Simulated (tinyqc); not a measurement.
Equilibrium crystal shape, supported particles, Gibbs-Thomson effect and coarsening. From one set of inputs to another, one input at a time. Computed by tinyqc, a small Python program. Command: `OMP_NUM_THREADS=1 python tinyqc.py 3015990 3015991 out.jsonl wulff ladder`. One thread of a shared host (Intel(R) Xeon(R) Processor @ 2.30GHz), about 0.1 s of CPU time with the checks.

A cubic crystal bounded by {100}, {110} and {111} facets only.

The inputs printed are set A. Set A is modelled on silicon; the values taken over come from a set modelled on gold. Inputs not listed in the table keep their values of set A, so the rows need not describe a real material.

Inputs (values chosen for the exercise, modelled on silicon): atomic volume Omega = 20.02 angstrom^3; atoms in the particle N = 41000; temperature T = 825 K.

Surface energies: given.

surface energies gamma(100), gamma(110), gamma(111) (J/m^2): 1.36  1.42  1.2

Constants: e = 1.602176634e-19 C; k_B = 8.617333262e-05 eV/K.

Method:
- The energies and Omega are given.
- Wulff construction: the facet planes lie at distances lambda gamma from the centre, and the shape is the region inside all of them; V = (1/3) sum of area x distance. gamma_mean = sum A gamma / sum A; shape factor eta = A/V^(2/3) (4.836 for a sphere). lambda follows from V = N Omega.
- For the Wulff shape mu - mu(bulk) = 2 Omega gamma/h, with gamma and h = lambda gamma the energy and distance of any one facet plane, here (111); the vapour pressure rises by exp[(mu - mu(bulk))/(k_B T)].

Each row keeps all changes above it:
```
input moved                        from     to  mu - mu(bulk) (meV)  pressure ratio  gamma_mean (J/m^2)
set A                                 -      -                58.35          2.2722              1.2538
temperature T (K)                   825   1075                58.35          1.8774              1.2538
atoms in the particle N           41000   1100               194.91          8.1993              1.2538
atomic volume Omega (angstrom^3)  20.02  16.95               174.44          6.5735              1.2538
```

mu - mu(bulk) goes from 58.4 to 174, a factor 2.99 in all. The largest single move comes from atoms in the particle N (a factor 3.34). Pressure ratio goes from 2.27 to 6.57, a factor 2.89 in all. The largest single move comes from atoms in the particle N (a factor 4.37), and atomic volume Omega works against it (a factor 0.802). The single moves hold for this order of the switches; the total does not depend on the order.

Caution (rows atoms in the particle N, atomic volume Omega): below a few thousand atoms edges and corners add to the energy and facets hold few atoms.

Extremes, crossings and ranges named in words are read from the listed rows.
